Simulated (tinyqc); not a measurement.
# Diffused layer (Gaussian), carriers, mobility and sheet resistance with incomplete ionisation: two studies

An n-type layer from the surface x = 0 to the junction xj, N(x) = N0 exp(-(x/Ld)^2). Local neutrality (no depletion at surface or junction, no spilling of carriers), intrinsic carriers neglected, Boltzmann statistics.

Inputs (values chosen for the exercise); values close to those of nitrogen in 4H silicon carbide over a p-type background: temperature T = 300 K; background doping of the opposite type Nb = 1.6e14 cm^-3; peak chemical concentration N0 = 1.4e17 cm^-3; mobility limit at high doping m1 = 39.2 cm^2/(V s); mobility limit at low doping, at 300 K m2 = 933 cm^2/(V s); reference doping of the mobility law Nr = 1.92e17 cm^-3; exponent of the mobility law am = 0.616; temperature exponent of m2 bt = 1.9; solubility limit of active dopant Ns = 4.84e19 cm^-3; conduction-band density of states at T NB = 1.67e19 cm^-3; ionisation energy in the dilute limit Ei = 0.0623 eV; degeneracy factor of the level gd = 2; lowering of Ei per N^(1/3) ks = 1.4e-8 eV cm; diffusion length 2 sqrt(D t) Ld = 140 nm.

Constants: q = 1.602176634e-19 C, kB = 1.380649e-23 J/K, Vt = kB T/q. Results are converted to the units shown.

Each table varies one quantity; the others keep the values above.

## Effect of the peak chemical concentration

xj = Ld sqrt(ln(N0/Nb)). Active dopant A = min(N, Ns); n solves n (n + Nb)/(A - Nb - n) = K, K = (NB/gd) exp(-E/Vt), E = max(Ei - ks A^(1/3), 0), so n = 2 K (A - Nb)/[Nb + K + sqrt((Nb + K)^2 + 4 K (A - Nb))]; mobility mu = m1 + (m2 (T/300 K)^(-bt) - m1)/(1 + ((A + Nb)/Nr)^am). Dose = integral of N, carrier sheet density = integral of n, 1/Rs = q integral of n mu, mean mobility 1/(q Rs sheet density), Hall mobility (unit Hall factor) = integral of n mu^2 over integral of n mu, Hall sheet density = (integral of n mu)^2/integral of n mu^2; all from 0 to xj. Integrals on 4000 steps.

Effect of the peak chemical concentration:
```
N0 (cm^-3)	xj (nm)	dose (cm^-2)	carriers (cm^-2)	Rs (ohm/square)	mean mobility (cm^2/(V s))	Rs xj (ohm nm)	Hall/true sheet density
1.6e15	212.4	1.922e10	1.580e10	4.427e5	892.6	9.404e7	0.9999
4.1e15	252.1	5.032e10	4.611e10	1.559e5	868.2	3.931e7	0.9997
1.1e16	288.0	1.360e11	1.302e11	5.814e4	824.8	1.674e7	0.9990
2.7e16	317.0	3.345e11	3.225e11	2.534e4	763.6	8.035e6	0.9972
6.9e16	344.8	8.557e11	8.097e11	1.144e4	674.0	3.944e6	0.9922
1.8e17	371.1	2.233e12	2.002e12	5569	559.7	2.066e6	0.9806
4.6e17	395.1	5.707e12	4.639e12	3063	439.3	1.210e6	0.9584
1.2e18	418.2	1.489e13	1.039e13	1848	325.1	7.729e5	0.9211
3e18	439.1	3.722e13	2.154e13	1230	235.6	5.403e5	0.8738
```

Read the table: what changes, and by how much?

As N0 goes from 1.6e15 to 3e18, xj rises from 212 to 439 nm, Rs falls from 4.43e5 to 1230 ohm/square, the mean mobility falls from 893 to 236 cm^2/(V s) and the share of the dose that conducts goes from 82.2 through a maximum of 96.4 (at N0 = 2.7e16 among the rows listed) to 57.9 %. Rs goes as dose^(-1.08) at the low end and dose^(-0.44) at the high end; constant mobility and activation would give -1.

## Effect of the ionisation energy in the dilute limit

Same model as above.

xj = Ld sqrt(ln(N0/Nb)). Integrals on 4000 steps.

The same in every row: xj (nm) = 364.4; dose (cm^-2) = 1.737e12.

Effect of the ionisation energy in the dilute limit:
```
Ei (eV)	carriers (cm^-2)	Rs (ohm/square)	mean mobility (cm^2/(V s))	Rs xj (ohm nm)	Hall/true sheet density
0.01	1.708e12	6199	589.4	2.259e6	0.9850
0.05	1.634e12	6467	590.5	2.356e6	0.9847
0.09	1.407e12	7468	594.1	2.721e6	0.9839
0.13	1.002e12	1.037e4	600.8	3.777e6	0.9820
0.17	5.945e11	1.725e4	608.6	6.287e6	0.9797
0.21	3.125e11	3.250e4	614.7	1.184e7	0.9777
0.25	1.530e11	6.599e4	618.2	2.405e7	0.9765
0.29	7.161e10	1.408e5	619.0	5.130e7	0.9762
```

As Ei goes from 0.01 to 0.29, xj stays at 364 nm, Rs rises from 6200 to 1.41e5 ohm/square, the mean mobility rises from 589 to 619 cm^2/(V s) and the share of the dose that conducts falls from 98.4 to 4.12 %.

Program tinyqc, `OMP_NUM_THREADS=1 python tinyqc.py 2110008 2110009 out.jsonl`; Intel Xeon 2.30GHz, shared host, one thread, about 0.01 s.
